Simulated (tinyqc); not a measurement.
Composition and strain of an epitaxial Si(1-x)Ge(x) layer from Raman and X-ray peaks: one step, computed by the program tinyqc. Command: `OMP_NUM_THREADS=1 python tinyqc.py 3013386 3013387 out.jsonl epiraman walk`. One thread of a shared host (Intel(R) Xeon(R) Processor @ 2.30GHz), about 0.01 s of CPU time with the checks.

A (001) layer, biaxially strained in the plane. The Raman peaks follow empirical lines omega = w0 + c1 x + c3 x^3 + b eps (c3 for Si-Ge alone), with eps the in-plane strain.

Problem. Raman peaks. Insert x and eps in the three lines; the strain part is b eps.

Inputs (values chosen for the exercise, modelled on silicon-germanium):

| quantity | value | unit |
|---|---|---|
| Ge fraction x | 0.23 | - |
| Si-Si: w0 | 520.9 | 1/cm |
| Si-Si: c1 | -65.2 | 1/cm |
| Si-Si: strain coefficient b | -698 | 1/cm |
| Si-Ge: w0 | 400.1 | 1/cm |
| Si-Ge: c1 | 23.4 | 1/cm |
| Si-Ge: c3 | -35 | 1/cm |
| Si-Ge: strain coefficient b | -531 | 1/cm |
| Ge-Ge: w0 | 280.5 | 1/cm |
| Ge-Ge: c1 | 19.9 | 1/cm |
| Ge-Ge: strain coefficient b | -481 | 1/cm |

Substrate: silicon.

in-plane strain eps = -8.689328 per mille

Give: Si-Si peak; Si-Ge peak; Ge-Ge peak; strain parts.

Solution.

Si-Si peak = 512.0 1/cm

Si-Ge peak = 409.7 1/cm

Ge-Ge peak = 289.3 1/cm

strain parts (1/cm): Si-Si 6.065, Si-Ge 4.614, Ge-Ge 4.180

Read as unstrained, the Si-Si peak would give x = 0.137 in place of 0.23.
